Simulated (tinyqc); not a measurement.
On-chip interconnect, size-dependent resistivity and RC delay: two steps of the calculation.

A rectangular line between two neighbours and two ground planes. Surface and grain-boundary scattering are added to the bulk resistivity as corrections; capacitances are parallel-plate values without fringing; inductance is ignored.

Values chosen for this exercise; metal values close to those of cobalt:
- rho0 = 6.29 uohm cm (bulk resistivity)
- lam = 11.7 nm (bulk mean free path)
- ps = 0 (specular share of surface scattering)
- Rg = 0.2 (reflection coefficient of grain boundaries)
- gr = 1.5 (grain size over the metal width)
- wd = 19 nm (drawn line width)
- AR = 1.3 (aspect ratio, height over width)
- tl = 0.5 nm (liner on both walls and the bottom, not conducting)
- sp = 38 nm (space to the neighbouring lines)
- hd = 43 nm (dielectric height to the planes above and below)
- ek = 3.9 (relative permittivity of the dielectric)
- Mf = 0 (Miller factor of the neighbours)
- Rd = 760 ohm (driver resistance)
- dt = 8.4 ps (time step)

Constants: eps0 = 8.8541878128e-12 F/m. Results are converted to the units shown.

Question 1. Resistivity, resistance and capacitance per length. Metal width x = wd - 2 tl, height y = AR wd - tl; grain boundaries (Mayadas-Shatzkes): al = (lam/(gr x)) Rg/(1 - Rg), g = 1/[1 - 3 al/2 + 3 al^2 - 3 al^3 ln(1 + 1/al)] - 1; surfaces (Fuchs-Sondheimer, thick limit): s = (3/8) lam (1 - ps)(1/x + 1/y); rho = rho0 (1 + g + s); r = rho/(x y); c = eps0 ek (2 wd/hd + 2 Mf AR wd/sp).

Find: x; y; al; g; s; rho; r; c.

Answer 1.

x = 18.000 nm
y = 24.200 nm
al = 0.10833
g = 0.15762
s = 0.42505
rho = 9.9550 uohm cm
r = 228.54 ohm/um
c = 0.030516 fF/um

Question 2. Node voltages after a time step. A 1 V step is applied behind Rd at t = 0. C dv/dt = -G v + b, with G the conductance matrix of the ladder (1/Rs between neighbours, 1/Rd added at node 0) and b = (1 V/Rd, 0, ...). Trapezoidal step: (C/dt + G/2) v(new) = (C/dt - G/2) v + b.

Rs = 5713.3992 ohm

| node | C (fF) | v at t = 1 dt (V) |
|---|---|---|
| 0 | 0.38145077 | 1.7360467 |
| 1 | 0.76290153 | 0.6525783 |
| 2 | 0.76290153 | 0.2463558 |
| 3 | 0.76290153 | 0.0958015 |
| 4 | 0.84145077 | 0.0446699 |

Find: v at t = 2 dt.

Answer 2.

v at t = 2 dt, node 0 to 4 (V): [0.2768, 0.6994, 0.4932, 0.2877, 0.1818]

Computed by the program tinyqc: `OMP_NUM_THREADS=1 python tinyqc.py 2100104 2100105 out.jsonl`, one thread of a shared Intel Xeon 2.30GHz, about 0.01 s for the whole run.
